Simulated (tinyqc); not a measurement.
What each parameter does: linear model of a band gap against the share of exact exchange.

E(alpha) = E0 + S alpha. A wider gap screens less, modelled in the Penn form eps(alpha) = 1 + (e0 - 1)(EP/(EP + S alpha))^2 with a scale EP chosen for the exercise. A dielectric-dependent hybrid takes alpha = 1/eps.

Values chosen for the exercise (of the order of those of GaP; the results hold for these values, not for the real material): E0 = 1.66 eV (gap of the semi-local functional); S = 5.53 eV (slope dE/d(alpha)); e0 = 9.74 (optical dielectric constant at alpha = 0); EP = 12 eV (energy scale of the screening).

Fixed point alpha = 1/eps(alpha), gap and eps there.

One parameter was then changed.

Results before and after:
```
case      alpha  E (eV)    eps
base     0.1124   2.281  8.901
changed  0.1014   2.220  9.866
```

Which of these changes was made? (a) e0 = 10.714; (b) S = 6.083 eV; (c) EP = 13.2 eV; (d) E0 = 1.826 eV.
Answer: (a) e0 = 10.714. Of the candidates, run in turn, only this one gives the changed row.

All candidates:
```
case            alpha  E (eV)    eps
base           0.1124   2.281  8.901
E0 = 1.826 eV  0.1124   2.447  8.901
S = 6.083 eV   0.1134   2.350  8.815
e0 = 10.714    0.1014   2.220  9.866
EP = 13.2 eV   0.1114   2.276  8.978
```

tinyqc: `OMP_NUM_THREADS=1 python tinyqc.py 1850358 1850359 out.jsonl`; about 0.01 s, one thread, shared Intel(R) Xeon(R) Processor @ 2.30GHz.
